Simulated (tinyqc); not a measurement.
## Random telegraph noise from one oxide trap in a small MOSFET: time constants and noise against gate voltage

An acceptor-like trap exchanges electrons with the channel. Inversion charge Q = Cox u, u = n Vt W0(exp((Vg - VT)/(n Vt))), W0 the Lambert function, n = nf, Cox = eps0 eox/tox; linear regime Id = (W/L) mu Q Vd. Relative to threshold the surface potential rises by Vt ln(u/u0) and the oxide voltage by the rest of Vg - VT, with u0 = n Vt W0(1).

N = Cox u/q; dpsi = Vt ln(u/u0); E = E0 - dpsi - (xt/tox)(Vg - VT - dpsi); capture time tc = 1/[(N/zi) vth s0 exp(-xt/lt - EB/Vt)]; emission time te = tc exp(-E/Vt); occupancy te/(tc + te). A = W L; threshold step dV = q (1 - xt/tox)/(Cox A); gm/Id = 1/(u + n Vt); relative step dI/I = (gm/Id) dV + asc mu/A. fc = (1/tc + 1/te)/(2 pi); rms = (dI/I) sqrt(tc te)/(tc + te).

Inputs (values chosen for the exercise); values of the order met in silicon transistors:
- T = 250 K (temperature)
- eox = 3.9 (relative permittivity of the gate insulator (close to silicon dioxide))
- tox = 1.5 nm (insulator thickness)
- xt = 0.72 nm (depth of the trap from the channel interface)
- E0 = -0.05 eV (trap level above the channel Fermi level at threshold)
- s0 = 9e-17 cm^2 (capture prefactor)
- EB = 0.32 eV (capture barrier (lattice relaxation))
- lt = 0.18 nm (tunnelling decay length)
- vth = 1.1e7 cm/s (thermal velocity)
- zi = 2.1 nm (thickness of the inversion layer)
- VT = 0.38 V (threshold voltage)
- nf = 1.23 (body factor)
- W = 190 nm (gate width)
- L = 180 nm (gate length)
- mu = 340 cm^2/(V s) (mobility)
- asc = 0 V s (scattering coefficient of the charged trap)
- Vd = 0.1 V (drain voltage)

Constants: q = 1.602176634e-19 C, kB = 1.380649e-23 J/K, Vt = kB T/q, eps0 = 8.8541878128e-14 F/cm where lengths are in cm. Results are converted to the units shown.

Results:
```
Vg (V)      E (eV)    tc (s)   te (s)  occupancy  dI/I (%)  fc (Hz)  rms dI/I (%)
0.08       0.21448    7094.3  0.33672  4.7461e-5   0.39934  0.47269     0.0027511
0.14       0.16031    737.20  0.43237  5.8615e-4   0.39930  0.36832     0.0096644
0.2        0.10616    76.674  0.55542  0.0071919   0.39890  0.28862      0.033707
0.26      0.052098    8.0432  0.71644   0.081789   0.39512  0.24193       0.10828
0.32    -0.0011286   0.90881  0.95769    0.51309   0.36485  0.34131       0.18236
0.38     -0.050000   0.15148   1.5428    0.91059   0.25482   1.1538      0.072709
0.44     -0.091237  0.049912   3.4472    0.98573   0.14675   3.2349      0.017406
0.56      -0.16112  0.016671   29.514    0.99944  0.064900   9.5521     0.0015416
```

Estimate the missing row, Vg = 0.5 V.

Computed row:
```
Vg (V)    E (eV)    tc (s)  te (s)  occupancy  dI/I (%)  fc (Hz)  rms dI/I (%)
0.5     -0.12742  0.025825  9.5650    0.99731  0.092299   6.1794     0.0047831
```

With this row back in the table: tc falls from 7090 to 0.0167 s as the channel fills and te rises from 0.337 to 29.5 s; they are equal at Vg = 0.319 V, where E = 0. The rms noise goes from 0.00275 through a maximum of 0.182 (at Vg = 0.32 V among the rows listed) to 0.00154 %. The slope -Vt d ln(tc/te)/dVg is 0.903 between the first two rows and 0.562 between the last two; it tends to xt/tox = 0.480 only when the surface potential stops moving.

Range of the model: VT is taken as given; short-channel effects and the uneven flow of current among few electrons are left out.

tinyqc, about 0.01 s, one thread, Intel Xeon 2.30GHz (shared host): `OMP_NUM_THREADS=1 python tinyqc.py 2710022 2710023 out.jsonl`
